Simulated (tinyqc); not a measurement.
Inside a calculation. Method: plane-wave Kohn-Sham cycle with exchange-only LDA in a layered model solid. Computed by tinyqc, a small Python program that keeps every step. Settings: points = 16, plane-wave index or count = 3, electrons = 2, k points = 1, area = 12.0, mixing = 0.1, iteration cap = 59. Command: `OMP_NUM_THREADS=1 python tinyqc.py 23229 23230 out.jsonl` (the two numbers bound the seeds that draw the settings). One thread of a shared host (Intel(R) Xeon(R) Processor @ 2.60GHz), about 0.01 s of CPU time with the checks.

A solid whose potential varies along x alone (atomic units):

| parameter | value |
|---|---|
| period a | 15.500000 |
| cross-section of the cell | 12.000000 |
| electrons per cell | 2 |
| grid points | 16 |
| plane waves -n..n, n | 3 |
| k points | 1 |
| V1 in V1 cos(2 pi x/a) | -0.600000 |
| V2 in V2 cos(4 pi x/a) | -0.220000 |

Stop when sqrt(dV sum R^2) is below 1e-8, dV = a A/N.

Course of the cycle:

| iteration | E (hartree) | norm of the residual |
|---|---|---|
| 1 | -1.4940214 | 2.47e-01 |
| 2 | -1.2390250 | 2.17e-01 |
| 3 | -1.0349426 | 1.88e-01 |
| 4 | -0.8749682 | 1.61e-01 |
| 5 | -0.7527872 | 1.34e-01 |
| 6 | -0.6649092 | 1.01e-01 |
| 7 | -0.6560348 | 1.81e-01 |
| 8 | -0.7177426 | 1.18e-01 |
| 9 | -0.6453741 | 7.23e-02 |
| 10 | -0.6614239 | 1.93e-01 |
| 11 | -0.7211229 | 1.15e-01 |
| ... | ... | ... |
| 49 | -0.6360316 | 1.04e-02 |
| 50 | -0.6360722 | 1.31e-02 |
| 51 | -0.6368246 | 3.64e-02 |
| 52 | -0.6424371 | 6.14e-02 |
| 53 | -0.6546358 | 1.65e-01 |
| 54 | -0.7050543 | 1.09e-01 |
| 55 | -0.6415711 | 5.71e-02 |
| 56 | -0.6527626 | 1.56e-01 |
| 57 | -0.6998436 | 1.06e-01 |
| 58 | -0.6397436 | 4.87e-02 |
| 59 | -0.6495593 | 1.41e-01 |

Can the last value be used, and what does the course show?

Not by the stop rule. Not converged within 59 iterations: the residual wanders without falling. Reruns (cap 100 unless said): mixing 0.5, Kerker q0 1.0: not converged; mixing 0.3, Pulay depth 5: not converged; the original settings with a cap of 400: not converged.
